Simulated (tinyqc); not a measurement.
## Abrupt p-n junction, non-linear Poisson equation by Newton steps: capacitance and field against bias

One dimension, p side on the left, n side on the right; net doping C = -Na for x < 0 and +Nd for x > 0. The potential psi is counted from the intrinsic level, and the quasi-Fermi potentials are flat: 0 for holes and -V for electrons, so n = ni exp((psi + V)/Vt) and p = ni exp(-psi/Vt) (Boltzmann statistics, full ionisation, no current).

The Poisson equation d/dx(eps0 eps_r dpsi/dx) = -q (p - n + C) is solved on a mesh of more than 1000 nodes that ends in neutral material (psi_p = -Vt ln(Na/ni), psi_n = Vt ln(Nd/ni) - V). C_j = q d/dV of the integral of p over x, from the linearised equation. ni = sqrt(Nc Nv) exp(-Eg/(2 Vt)), Eg in volts. Depletion approximation: Vbi = Vt ln(Na Nd/ni^2), W = sqrt(2 eps0 eps_r (Vbi - V)(1/Na + 1/Nd)/q), xp = W Nd/(Na + Nd), xn = W Na/(Na + Nd), peak field 2 (Vbi - V)/W, capacitance eps0 eps_r/W. The last column applies it to an abrupt Na-Nd junction.

Inputs (values chosen for the exercise); band and dielectric values those of a made-up semiconductor:
```
symbol,value,unit,meaning
T,250,K,temperature
Eg,1.51,eV,band gap
eps_r,14.6,,relative permittivity
Nc,3.51e17,cm^-3,conduction-band density of states at T
Nv,8.9e18,cm^-3,valence-band density of states at T
Na,2.6e15,cm^-3,acceptor density of the p side
Nd,3e16,cm^-3,donor density of the n side
```

Constants: q = 1.602176634e-19 C, kB = 1.380649e-23 J/K, Vt = kB T/q, eps0 = 8.8541878128e-14 F/cm where lengths are in cm. Results are converted to the units shown.

Result of one run:
```
V (V)  peak |E| (kV/cm)  C_j (nF/cm^2)  1/C_j^2 (cm^4/uF^2)  eps0 eps_r/C_j (nm)  abrupt depletion C (nF/cm^2)
-5.12             61.41          6.242              2.566e4                 2071                         6.221
```

What becomes of these results when the bias of the p side against the n side V is changed from -5.12 to -0.69 V, all else the same?

Result of the changed run:
```
V (V)  peak |E| (kV/cm)  C_j (nF/cm^2)  1/C_j^2 (cm^4/uF^2)  eps0 eps_r/C_j (nm)  abrupt depletion C (nF/cm^2)
-0.69             33.82          11.33                 7784                 1140                         11.21
```

The whole series:
```
V (V)  peak |E| (kV/cm)  C_j (nF/cm^2)  1/C_j^2 (cm^4/uF^2)  eps0 eps_r/C_j (nm)  abrupt depletion C (nF/cm^2)
0.19              24.96          15.37                 4231                840.9                         15.07
-0.69             33.82          11.33                 7784                 1140                         11.21
-1.58             40.89          9.376              1.138e4                 1379                         9.305
-2.46             46.84          8.185              1.493e4                 1579                         8.138
-3.35             52.17          7.348              1.852e4                 1759                         7.314
-4.23             56.95          6.731              2.207e4                 1920                         6.705
-5.12             61.41          6.242              2.566e4                 2071                         6.221
-6                65.52          5.851              2.921e4                 2210                         5.833
```

With V going from 0.19 to -6 V, C_j falls from 15.4 to 5.85 nF/cm^2 and the peak field rises from 25.0 to 65.5 kV/cm. The slope of 1/C_j^2, read as N = 2/(q eps0 eps_r |slope|), gives 2.39e15 cm^-3 between the first two rows and 2.39e15 cm^-3 between the last two, against Na Nd/(Na + Nd) = 2.39e15 cm^-3; the slopes of all rows agree within 0.03 %, as for uniform doping at both edges. At the end C_j goes as (Vbi - V)^(-0.50) with Vbi = 1.28 V, and it is 0.30 % above the abrupt depletion formula (at the first row 2.0 % above it).

tinyqc, about 0.01 s, one thread, Intel Xeon 2.30GHz (shared host): `OMP_NUM_THREADS=1 python tinyqc.py 2000032 2000033 out.jsonl`
